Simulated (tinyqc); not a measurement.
Worked calculation: physical sputtering: collision-cascade yield, angular dependence, faceting and resputtering in deposition. Computed by tinyqc, a small Python program that keeps every step. Command: `OMP_NUM_THREADS=1 python tinyqc.py 3017414 3017415 out.jsonl sputter walk`. One thread of a shared host (Intel(R) Xeon(R) Processor @ 2.30GHz), about 0.01 s of CPU time with the checks. Intermediate numbers are printed to about 5 digits and carried at full precision; extremes and crossings named in words are read from the listed rows.

Ions start collision cascades; atoms that reach the surface with more than U leave. The target is amorphous or fine-grained.

Inputs (values chosen for the exercise, modelled on xenon ions on germanium):

| quantity | value | unit |
|---|---|---|
| ion Z1 | 54 | - |
| ion mass M1 | 131.3 | u |
| target Z2 | 32 | - |
| target mass M2 | 72.6 | u |
| surface binding energy U | 3.85 | eV |
| target density N | 44.2 | 1/nm^3 |
| fit factor Q | 0.63 | - |
| ion energy E | 13000 | eV |
| current density J | 0.31 | mA/cm^2 |
| angular exponent f | 2.5 | - |
| angle of the largest yield | 55 | degrees |
| angle of incidence | 65 | degrees |
| deposition rate over sputter rate on a flat surface, D/S | 3.4 | - |

Constants: e = 1.602176634e-19 C.

## Yield at normal incidence

gamma = 4 M1 M2/(M1 + M2)^2; threshold E_th = 6.7 U/gamma for M1 >= M2, else U (1 + 5.7 M1/M2)/gamma. eps = 0.03255 M2 E/(Z1 Z2 (M1 + M2) z), z = (Z1^(2/3) + Z2^(2/3))^(1/2), E in eV; s_n = 3.441 sqrt(eps) ln(eps + 2.718)/(1 + 6.355 sqrt(eps) + eps (6.882 sqrt(eps) - 1.708)); S_n = 84.78 Z1 Z2 M1 s_n/((M1 + M2) z) in eV angstrom^2; alpha = 0.249 (M2/M1)^0.56 + 0.0035 (M2/M1)^1.5 for M1 <= M2, else 0.0875 (M2/M1)^(-0.15) + 0.165 M2/M1; Y0 = 0.042 Q alpha S_n/U [1 - sqrt(E_th/E)]^2.5 (the electronic-loss factor of the full formula is dropped). Erosion rate = Y0 J/(e N); 1 cm^2 = 1e14 nm^2.

energy transfer factor gamma = 0.91712

threshold E_th = 28.126 eV

reduced energy eps = 0.017664

nuclear stopping S_n = 4804.9 eV angstrom^2

alpha = 0.18687

yield Y0 = 5.4781 atoms per ion

erosion rate = 143.88 nm/min

The threshold factor is 0.888; the energy cost is 2370 eV per removed atom, 616 times U.

## Oblique incidence

Angular law: Y/Y0 = t^f exp(-f cos(a_opt)(t - 1)), t = 1/cos(angle), largest at a_opt. A plane tilted by the angle recedes along the beam at a speed proportional to Y(angle), and along its own normal as Y cos(angle).

Y/Y0 at the angle = 1.2143

yield at the angle = 6.6520 atoms per ion

normal speed relative to a flat surface = 0.51318

largest Y/Y0 = 1.3821

## Deposition with resputtering

With a directional flux, net growth along the beam is D - S Y(angle)/Y0. Slopes where Y/Y0 exceeds D/S are etched: solve Y/Y0 = D/S below a_opt, if the largest Y/Y0 exceeds D/S. The normal speed is largest where f (1 - cos(a_opt)/cos(angle)) = 1, cos(angle) = f cos(a_opt)/(f - 1), or at angle 0 if this exceeds 1.

Angle of zero net growth: none: every slope grows

angle of the largest normal speed = 17.067 degrees

Deposition outweighs sputtering at every angle, so no slope is cut back.

## Yield over energy

The formulas are those given above.

Normal incidence:

| E (eV) | eps | S_n (eV angstrom^2) | Y0 | Y0 per keV |
|---|---|---|---|---|
| 50 | 6.7937e-05 | 515.1 | 2.0669e-02 | 0.4134 |
| 100 | 1.3587e-04 | 713.8 | 1.3858e-01 | 1.3858 |
| 200 | 2.7175e-04 | 981.7 | 3.8932e-01 | 1.9466 |
| 300 | 4.0762e-04 | 1177.5 | 6.0632e-01 | 2.0211 |
| 500 | 6.7937e-04 | 1472.0 | 9.6081e-01 | 1.9216 |
| 1000 | 1.3587e-03 | 1967.9 | 1.5972e+00 | 1.5972 |
| 2000 | 2.7175e-03 | 2584.5 | 2.4209e+00 | 1.2105 |
| 5000 | 6.7937e-03 | 3583.9 | 3.7876e+00 | 0.7575 |
| 10000 | 1.3587e-02 | 4456.6 | 4.9946e+00 | 0.4995 |
| 30000 | 4.0762e-02 | 5935.3 | 7.0524e+00 | 0.2351 |
| 100000 | 1.3587e-01 | 7357.4 | 9.0578e+00 | 0.0906 |

The yield per keV peaks at 300 eV among these rows, 11 times the threshold, the most economical range for removing atoms. Y0 varies as E^2.75 between the first rows and as E^0.21 at the end, where nuclear stopping is flattening. Caution: the electronic-loss factor, dropped here, would lower the yields at the highest energies slightly.

Checks made by the program: position of the angular maximum (relative difference below 1e-10).
